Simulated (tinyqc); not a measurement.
# Changing the Ge fraction x

Model: composition and strain of an epitaxial Si(1-x)Ge(x) layer from Raman and X-ray peaks. Computed by tinyqc, a small Python program. Command: `OMP_NUM_THREADS=1 python tinyqc.py 3006222 3006223 out.jsonl epiraman sweep`. One thread of a shared host (Intel(R) Xeon(R) Processor @ 2.30GHz), about 0.01 s of CPU time with the checks.

A (001) layer, biaxially strained in the plane. The Raman peaks follow empirical lines omega = w0 + c1 x + c3 x^3 + b eps (c3 for Si-Ge alone), with eps the in-plane strain.

Inputs (values chosen for the exercise, modelled on silicon-germanium): degree of relaxation R = 0.5; lattice constant of Si = 5.431 angstrom; lattice constant of Ge = 5.658 angstrom; bowing B = 0.026 angstrom; 2 C12/C11 of Si = 0.767; 2 C12/C11 of Ge = 0.755; Si-Si: w0 = 521.2 1/cm; Si-Si: c1 = -70.1 1/cm; Si-Si: strain coefficient b = -718 1/cm; Si-Ge: w0 = 399.9 1/cm; Si-Ge: c1 = 23.5 1/cm; Si-Ge: c3 = -34.6 1/cm; Si-Ge: strain coefficient b = -581 1/cm; Ge-Ge: w0 = 280.2 1/cm; Ge-Ge: c1 = 19.3 1/cm; Ge-Ge: strain coefficient b = -428 1/cm; X-ray wavelength = 1.540598 angstrom.

Substrate: silicon.

Method:
- Relaxed lattice constant a(x) = a_Si + (a_Ge - a_Si) x - B x (1 - x).
- In-plane constant a_par = a_sub + R (a(x) - a_sub); eps = a_par/a(x) - 1; eps_perp = -(2 C12/C11) eps with 2 C12/C11 linear in x; a_perp = a(x) (1 + eps_perp).
- Insert x and eps in the three lines; the strain part is b eps.
- Bragg angle theta = arcsin(2 lambda/a) for (004), for the substrate with a_sub and the layer with a_perp; separation in arc seconds.

One run for each value; columns: (1) Ge fraction x; (2) Si-Si peak (1/cm); (3) Si-Ge peak (1/cm); (4) Ge-Ge peak (1/cm); (5) in-plane strain eps (per mille); (6) separation, layer less substrate (arcsec):
```
(1)      (2)     (3)     (4)      (5)      (6)
0.08  516.66  402.63  282.38   -1.491   -584.9
0.18  511.01  405.90  285.12   -3.385  -1323.7
0.29  504.82  409.07  288.15   -5.506  -2145.7
0.40  498.66  411.54  291.20   -7.666  -2976.7
0.50  493.09  412.94  293.98   -9.661  -3739.5
0.60  487.53  413.32  296.78  -11.685  -4508.7
0.71  481.44  412.30  299.87  -13.945  -5361.7
0.82  475.38  409.53  302.98  -16.238  -6221.3
0.92  469.88  405.24  305.81  -18.351  -7008.0
```

Over the rows, Si-Si peak (1/cm) falls from 517 to 470 (exponent d ln y / d ln x -0.014 between the first rows and -0.10 between the last); Si-Ge peak (1/cm) goes from 403 through a maximum among these rows, 413 at 0.600, to 405; Ge-Ge peak (1/cm) rises from 282 to 306 (exponent d ln y / d ln x 0.012 between the first rows and 0.081 between the last). Composition and strain both change with x. The Si-Si peak moves by -55.7 per cm per unit x on average, against c1 = -70.1 without strain: eps moves towards compression as x grows, which offsets part of the fall, in proportion to 1 - R.

Caution (rows 0.0800, 0.180, 0.820, 0.920): near either end one of the like-atom peaks is weak, since its intensity follows the number of such bonds.

Extremes, crossings and ranges named in words are read from the listed rows.
